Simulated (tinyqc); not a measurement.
Atomic layer deposition: Langmuir saturation, growth per cycle and coating of deep features: one step, computed by the program tinyqc.

Precursor A sticks only on free sites, so a long enough pulse saturates; co-reactant B then frees the sites again.

Task: Flux and saturation time. Wall flux F = p/sqrt(2 pi M k_B T); rate of filling k_a = beta F/q; desorption k_d = 1e13 exp(-E_d/(k_B T)) per second. 1/m^2 = 1e-18/nm^2. Temperatures in kelvin are T(C) + 273.15.

Inputs (values chosen for the exercise, modelled on aluminium oxide from trimethylaluminium and water):
```
quantity                                 value    unit
precursor mass M                            72       u
site density q                             4.5  1/nm^2
sticking probability beta on free sites  0.041       -
precursor pressure p                       4.3      Pa
temperature T                              175       C
desorption energy E_d                     1.38      eV
```

Constants: u = 1.6605390666e-27 kg; k_B = 1.380649e-23 J/K; k_B = 8.617333262e-05 eV/K.

Give: flux F; k_a; k_d; time to 99 % without desorption, ln(100)/k_a.

Result:

flux F = 63072 1/(nm^2 s)

k_a = 574.7 1/s

k_d = 0.003026 1/s

time to 99 % without desorption, ln(100)/k_a = 0.008014 s
